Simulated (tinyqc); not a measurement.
Nucleation and growth of vacancy voids in a cooling silicon-like crystal: one step, computed by the program tinyqc.

Spherical voids; vacancies are lost only to voids.

Task: Nucleation rate at T with the initial excess. C_e = C_m exp[-(E_f/k_B)(1/T - 1/T_m)]; D = D0 exp(-E_m/(k_B T)); f = k_B T ln(C/C_e); r* = 2 gamma/(rho f); W* = 16 pi gamma^3/(3 rho^2 f^2); Z = f/sqrt(12 pi W* k_B T); I = rho Z (4 pi r* D C) exp(-W*/(k_B T)).

Inputs (values chosen for the exercise, close to those used for silicon):
```
quantity                                    value    unit
vacancy density at the melting point C_m  7.8e+14  1/cm^3
formation energy E_f                         3.79      eV
melting point T_m                            1685       K
diffusion prefactor D0                    0.00066  cm^2/s
migration energy E_m                         0.47      eV
site density rho                            5e+22  1/cm^3
void surface energy gamma                   0.847   J/m^2
temperature of the worked step T             1380       K
```

initial excess C = 9.80e+13 1/cm^3

Constants: k_B = 8.617333262e-05 eV/K; k_B = 1.380649e-23 J/K; e = 1.602176634e-19 C.

Give: C_e; D; driving force f; critical radius r*; W*/(k_B T); rate I.

Result:

C_e = 2.436e+12 1/cm^3

D = 1.268e-05 cm^2/s

driving force f = 0.4393 eV

critical radius r* = 0.4813 nm

W*/(k_B T) = 43.14

rate I = 6.342e+05 1/(cm^3 s)

Cooling by 10 K multiplies I by 63: nucleation switches on within a narrow range of temperature.
